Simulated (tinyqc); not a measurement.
Coherent transport through a tight-binding region between two chains, step by step. One step of it, computed by the program tinyqc.

Problem. Transmission at E = -0.11 eV. Surface Green function g = (E - i sqrt(4 t^2 - E^2)) / (2 t^2); self-energy tc^2 g on each contact site; G = (E - H - Sigma)^(-1); Gamma = -2 Im Sigma; T = Gamma_L Gamma_R |G_LR|^2; local density of states -Im G_ii / pi.

H of the central region (eV), lower triangle:
```
,1,2,3,4
1,0.880000
2,-1.510000,0.360000
3,0.000000,-0.340000,1.000000
4,0.000000,0.000000,-1.260000,0.390000
```

Leads: semi-infinite chains with site energy 0:
```
parameter,value
lead hopping t (eV),1.340000
coupling to the left lead (eV),0.820000
coupling to the right lead (eV),1.160000
left contact site,1
right contact site,4
```

E = -0.110000 eV

Give: g; G; local density of states; transmission.

Solution.

g = -0.0306-0.7456i 1/eV

G (1/eV), lower triangle:
```
,1,2,3,4
1,0.2209-0.0749i
2,0.7792-0.1215i,0.4599-0.3367i
3,0.0960+0.1649i,0.1164+0.0740i,-0.2655-0.6301i
4,-0.1257+0.1780i,-0.0216+0.1560i,0.5283-0.5750i,0.4712-0.5487i
```

local density of states (1/eV): 0.0239  0.1072  0.2006  0.1747

transmission = 0.0956
